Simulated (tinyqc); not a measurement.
Worked calculation: cyclotron resonance of ellipsoidal valleys, Ge type. Values are carried at full precision from step to step, so a last printed digit may differ when a step is redone from the rounded ones.

Valleys along [111], [-111], [1-11], [11-1], mass ml along the axis and mt across it. B lies in the (1-10) plane, b = (sin(theta)/sqrt2, sin(theta)/sqrt2, cos(theta)). For the angle phi between B and the axis, 1/mc^2 = cos^2(phi)/mt^2 + sin^2(phi)/(mt ml). Resonance: h nu = 2 muB B/mc, h = 2 pi hbar.

Constants: hbar = 6.58211957e-16 eV s; muB = 5.788381798e-05 eV/T.

Inputs chosen for the exercise (near those of Ge; shifted at random, so the results belong to these values and not to a real crystal): theta = 68 degrees (angle of B from [001] towards [110]); ml = 1.617 m0 (longitudinal mass); mt = 0.08 m0 (transverse mass); nu = 70 GHz (microwave frequency); tau = 8.4 ps (scattering time).

## Angles to the valley axes

Give b and cos^2(phi) for each axis.

b: [0.6556, 0.6556, 0.3746]

cos^2(phi): [111] 0.9474, [-111] 0.0468, [1-11] 0.0468, [11-1] 0.2924

## Cyclotron masses and resonance fields

For each axis, mc and B = h nu mc/(2 muB).

Resonances:
```
axis    mc (m0)   B (T)
[111]    0.0821  0.2053
[-111]   0.2610  0.6527
[1-11]   0.2610  0.6527
[11-1]   0.1398  0.3496
```

3 distinct masses appear; the limits are mt = 0.08 (B along the axis) and sqrt(ml mt) = 0.3597 (B across it).

## The same from the mass tensor

For the valley along [11-1]: M = mt 1 + (ml - mt) a a^T, and mc^2 = det M/(b M b).

M (m0), rows x, y, z and columns alike:
```
[[0.5923, 0.5123, -0.5123],
 [0.5123, 0.5923, -0.5123],
 [-0.5123, -0.5123, 0.5923]]
```

det M = 0.010349
b M b = 0.5295
mc = 0.1398 m0

## Line shape

For linear polarisation and one isotropic mass the absorbed power goes as P = [1 + (w^2 + wc^2) tau^2]/([1 + (wc^2 - w^2) tau^2]^2 + 4 w^2 tau^2), w = 2 pi nu. List it for wc/w = 0, 0.5, 0.8, 0.9, 1, 1.1, 1.2, 1.5 and 2, which is B over the resonance field.

w tau = 3.695

Power:
```
wc/w        P
0.0   0.06826
0.5    0.1291
0.8    0.3345
0.9    0.4499
1.0    0.5090
1.1    0.4481
1.2    0.3309
1.5    0.1191
2.0   0.03817
```

The largest listed value lies at wc/w = 1.0, 7.5 times the zero-field value. With w tau well above 1 the line is sharp, of relative half width about 1/(w tau). The closest two lines of this crystal are 70.3 % apart, so they are resolved.

## Checks

- Rotation frequency of dv/dt = -M^-1 (v x b) for the valley along [11-1], in units of e B/m0, against 1/mc: both 7.1527.

tinyqc: `OMP_NUM_THREADS=1 python tinyqc.py 1280359 1280360 out.jsonl`; about 0.01 s, one thread, shared Intel(R) Xeon(R) Processor @ 2.30GHz.
